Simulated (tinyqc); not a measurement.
# Trap density from one capacitance

Inverse problem. Traps spread evenly through the insulator exchange electrons with the semiconductor by tunnelling, with tau(x) = t0 exp(2 ka x) at depth x from the interface. The admittance per area Y seen at depth x obeys dY/dx = -Y^2/(i w eps0 eox) + q Nb ln(1 + i w tau)/tau, with Y(0) = i w Cs and w = 2 pi f; the gate sees Y(tox) = G + i w C. Working variable y = Y/(i w), in uF/cm^2. Cox = eps0 eox/tox. Find Nb and G/w.

Inputs (values chosen for the exercise):
```
symbol,value,unit,meaning
eox,8.65,,relative permittivity of the insulator
tox,9.5,nm,insulator thickness
Cs,4.8,uF/cm^2,semiconductor capacitance in accumulation
ka,4.5,1/nm,decay constant of the wave function in the insulator
t0,7e-11,s,time constant of a trap at the interface
f,1e6,Hz,frequency
```

Constants: q = 1.602176634e-19 C, eps0 = 8.8541878128e-14 F/cm where lengths are in cm. Results are converted to the units shown.

C = 0.69939719 uF/cm^2

Solution. C rises steadily with Nb, so one density matches; in practice ka and t0 must come from the frequency dependence.

Nb = 1.70e19 cm^-3 eV^-1
G/w = 0.00234 uF/cm^2

tinyqc, about 0.6 s, one thread, Intel Xeon 2.30GHz (shared host): `OMP_NUM_THREADS=1 python tinyqc.py 2202219 2202220 out.jsonl`
